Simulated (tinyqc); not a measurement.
From a target to a composition: model-solid line-up of a strained alloy layer on a substrate.

Problem. A layer of the alloy is strained to the substrate, and its gap (Ec minus the top valence edge) is given. Find x between 0.02 and 0.87, where the gap is monotonic.

All values of the alloy are linear in x but the gap, Eg(x) = (1 - x) Eg_A + x Eg_B - C x (1 - x), and the valence edge, Ev(x) = (1 - x) Ev_A + x Ev_B + fv C x (1 - x); Ec = Ev + Eg. Ev is the top of the unstrained valence band on a scale common to all materials. In the layer only the Gamma valley of the conduction band is followed, also where an X or L valley would lie lower.

Coherent growth on a (110) face: e_par = (a_s - a)/a, e_perp = -(C11 + 3 C12 - 2 C44)/(C11 + C12 + 2 C44) e_par; exx = eyy = (e_par + e_perp)/2, ezz = e_par, exy = (e_perp - e_par)/2, eyz = ezx = 0.

Strained edges: Ec + ac tr(e); the valence edges are Ev plus the levels of the 6 x 6 matrix of X, Y, Z times spin with -Dso/3 + l exx + m (eyy + ezz) on the diagonal (cyclic), n exy off it, l = av + 2 b, m = av - b, n = sqrt(3) d. Spin-orbit term (Dso/3) L.sigma on X, Y, Z with (L_k)_ij = -i epsilon_kij: <X+|H|Y+> = -i Dso/3, <X+|H|Z-> = Dso/3, <Y+|H|Z-> = -i Dso/3, <Z+|H|X-> = -Dso/3, <Z+|H|Y-> = i Dso/3, <X-|H|Y-> = i Dso/3, and their conjugates; + and - are the spin along z.

Inputs chosen for the exercise (A near InAs, B near AlAs, substrate near InP; shifted at random, so the results belong to these values and not to a real crystal): a = (6.052, 5.657) angstrom (lattice constant of A, B); Eg = (0.419, 3.137) eV (gap at Gamma to the s-like level of A, B); Dso = (0.386, 0.277) eV (spin-orbit splitting of A, B); Ev = (-0.59, -1.32) eV (top of the unstrained valence band of A, B); ac = (-5.07, -5.68) eV (conduction deformation potential of A, B); av = (1.01, 2.45) eV (valence hydrostatic potential of A, B); b = (-1.78, -2.33) eV (tetragonal shear potential of A, B); d = (-3.62, -3.43) eV (trigonal shear potential of A, B); C11 = (83.6, 125.4) GPa (of A, B); C12 = (45.7, 52.9) GPa (of A, B); C44 = (39.6, 53.5) GPa (of A, B); C = 0.683 eV (bowing of the gap); fv = 0 (share of the bowing taken by the valence edge); a_s = 5.879 angstrom (substrate); face = 110 (growth face).

strained gap = 2.027638 eV

Find: x; e_par; gap of the relaxed alloy.

Solution. Bisect on x; the strained gap is 0.5883 eV at x = 0.02 and 2.2374 eV at x = 0.87.

x = 0.760
e_par = 2.211 %
gap of the relaxed alloy = 2.360 eV

Computed by tinyqc, a small Python program: `OMP_NUM_THREADS=1 python tinyqc.py 1051108 1051109 out.jsonl` (the numbers bound the seed that draws the inputs); one thread of a shared host (Intel(R) Xeon(R) Processor @ 2.30GHz), about 0.01 s for the whole set of steps.
